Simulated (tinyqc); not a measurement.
From results back to parameters: free and nearly free electrons in a metal. Two cases, with inputs chosen for the exercise.

Problem. A free-electron metal with 2 atoms in the cubic cell and z electrons an atom has EF = c kF^2/m, (hbar omega_p)^2 = 8 pi c (e^2/(4 pi eps0)) n/m and kF = (3 pi^2 n)^(1/3), c = hbar^2/2m0.

Constants: hbar^2/2m0 = 3.80998211 eV angstrom^2; e^2/(4 pi eps0) = 14.39964547 eV angstrom.

Find: kF; m; z.

Method. (hbar omega_p)^2/EF = (8/(3 pi)) (e^2/(4 pi eps0)) kF gives kF; EF then gives m, and n = kF^3/(3 pi^2) gives z.

Case 1.

Values chosen (out of a larger set: near those of Na; not measured data): a = 4.198 angstrom (bcc lattice constant).

EF = 3.18886 eV
hbar omega_p = 6.01575 eV

Solution.

kF = 0.9285 1/angstrom
m = 1.03 m0
z = 1.00

Case 2.

Values chosen (out of a larger set: near those of W, whose d bands this model ignores; not measured data): a = 3.165 angstrom (bcc lattice constant).

EF = 9.17268 eV
hbar omega_p = 13.18945 eV

Solution.

kF = 1.5516 1/angstrom
m = 1.00 m0
z = 2.00

Computed by tinyqc, one run a case: `OMP_NUM_THREADS=1 python tinyqc.py N N+1 out.jsonl` with N = 1650162, 1650163; one thread of a shared Intel(R) Xeon(R) Processor @ 2.30GHz, about 0.01 s a run at most.
